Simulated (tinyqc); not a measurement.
Comparisons within one model: delta-doped layer in the Thomas-Fermi potential. A value that a table varies takes the place of the one given here.

All donors ionised in the plane z = 0, zero temperature, energies from the Fermi level EF of the Thomas-Fermi model, which lies at the bulk band edge; c = hbar^2/2m0, q = e^2/(4 pi eps0). gv = 1 equivalent valley, m_d = sqrt(m3^3/mz) in the plane. With n = (gv/3 pi^2)(m3 (-V)/c)^(3/2) and V'' = -(4 pi q/eps) n for z > 0, the solution is V = -b/(|z| + z0)^4 with sqrt(b) = 20/K, K = (4 pi q/eps)(gv/3 pi^2)(m3/c)^(3/2), and z0^5 = 4b/(e F0), e F0 = 2 pi q N/eps; 1e13/cm^2 = 1e-3/angstrom^2. Exchange and correlation are left out.

Subbands solve -(c/m_z) psi'' + V psi = E psi on 1280 points of spacing z0/80; up to ten levels for each group, kept if bound with an rms width below 2.5 z0.

Constants: hbar^2/2m0 = 3.80998211 eV angstrom^2; e^2/(4 pi eps0) = 14.39964547 eV angstrom.

Inputs chosen for the exercise (near those of a delta-doped layer in GaAs; shifted at random, so the results belong to these values and not to a real crystal): m3 = 0.068 m0 (density-of-states mass of a valley); mz = 0.068 m0 (mass along z); eps = 13.3 (dielectric constant); Nl = (0.017, 0.034, 0.068, 0.12, 0.2, 0.34, 0.54) x 1e13/cm^2 (sheet densities); N = 0.17 x 1e13/cm^2 (donor sheet density).

## Doping density

The well, the lowest level and the filling anew; at zero temperature n_i = g m_d (mu - E_i)/(2 pi c), with mu fixed by sum n_i = N.

Results:
```
N (1e13/cm^2)  z0 (angstrom)  depth (eV)  lowest (eV)  next - lowest (eV)  occupied  share of lowest (%)
0.017                  409.6      0.0118      -0.0053              0.0046         3                 87.9
0.034                  356.6      0.0206      -0.0099              0.0080         3                 82.4
0.068                  310.4      0.0359      -0.0185              0.0140         3                 76.8
0.12                   277.1      0.0565      -0.0305              0.0218         4                 72.0
0.20                   250.2      0.0851      -0.0479              0.0323         4                 67.9
0.34                   225.0      0.1301      -0.0762              0.0484         5                 63.5
0.54                   205.1      0.1883      -0.1139              0.0686         5                 59.9
```

The depth grows as N^(4/5) and z0 shrinks as N^(-1/5): factors 15.9 and 2.00 for 32 times the doping. The lowest level deepens faster, with exponent 0.89, since the zero-point energy takes a smaller share of a deeper well (55 % falling to 40 %). The number of occupied subbands is 3 in the first row and 5 in the last. Up to N = 0.034 the donor spacing exceeds 1.5 Bohr radii (one radius, a0 eps/m with the density-of-states mass, is 104 angstrom), where a uniform sheet is a crude picture of discrete donors (beyond about three radii electrons stay on single donors).

## What each parameter does

z0, depth, lowest level and its rms width. Each row changes one parameter from the base and keeps the others.

Results:
```
case                   z0 (angstrom)  depth (eV)  lowest (eV)  rms z (angstrom)
base                          258.42      0.0747      -0.0415             42.79
N = 0.102 x 1e13/cm^2         286.22      0.0497      -0.0265             51.93
eps = 12                      242.96      0.0779      -0.0425             41.73
m3 = 0.078 m0                 238.00      0.0688      -0.0363             44.03
mz = 0.058 m0                 258.42      0.0747      -0.0402             45.94
```

The largest shifts from the base row, up to three for each result and ties (the steps differ in size, so this ranks the rows, not the parameters). z0 (angstrom): N +27.80, m3 -20.42, eps -15.47; unchanged at the printed digits by mz. depth (eV): N -0.0251, m3 -0.0059, eps +0.0031; unchanged at the printed digits by mz. lowest (eV): N +0.0151, m3 +0.0052, mz +0.0013. rms z (angstrom): N +9.15, mz +3.15, m3 +1.24.

Program tinyqc; command `OMP_NUM_THREADS=1 python tinyqc.py 1281584 1281585 out.jsonl`; about 0.06 s on one thread of a shared Intel(R) Xeon(R) Processor @ 2.30GHz.
